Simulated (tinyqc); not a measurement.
Oxide trap near a transistor channel: two-state multiphonon kinetics, telegraph noise and bias instability: one step, computed by the program tinyqc. Command: `OMP_NUM_THREADS=1 python tinyqc.py 3011513 3011514 out.jsonl oxidetrap walk`. One thread of a shared host (Intel(R) Xeon(R) Processor @ 2.30GHz), about 0.01 s of CPU time with the checks.

An n-channel device under positive gate bias. The trap is empty (state 1) or holds an electron (state 2); both states are parabolas of equal curvature, and the electron reservoir is taken at the Fermi level of the channel.

Question. Barriers and time constants. E_21 = E_t - e F x is the energy of state 2 over state 1; barriers E_c = (E_R + E_21)^2/(4 E_R), E_e = E_c - E_21; tau_c = exp(E_c/k_B T)/(k_0 P), tau_e = exp(E_e/k_B T)/(k_0 P), P the tunnelling factor; occupation f_2 = tau_e/(tau_c + tau_e); 1/tau_0 = 1/tau_c + 1/tau_e.

Inputs (values chosen for the exercise, with an insulator like SiO2 on silicon):

| quantity | value | unit |
|---|---|---|
| trap depth x from the interface | 0.61 | nm |
| trap level above E_F at zero field E_t | 0.24 | eV |
| relaxation energy E_R | 1.7 | eV |
| oxide field F | 4.3 | MV/cm |
| attempt rate k_0 at the interface | 1e+11 | 1/s |
| temperature T | 450 | K |

Parts treated: one trap and an ensemble.

tunnelling factor = 6.449182e-04

Constants: k_B = 8.617333262e-05 eV/K.

Give: E_21; capture barrier E_c; emission barrier E_e; capture time tau_c; emission time tau_e; occupation f_2; tau_0.

Answer.

E_21 = -0.0223 eV

capture barrier E_c = 0.41392 eV

emission barrier E_e = 0.43622 eV

capture time tau_c = 6.7024e-04 s

emission time tau_e = 0.0011912 s

occupation f_2 = 0.63993

tau_0 = 4.2891e-04 s

The two times are within a factor 30 of each other, so the trap switches between both states and shows as telegraph noise.
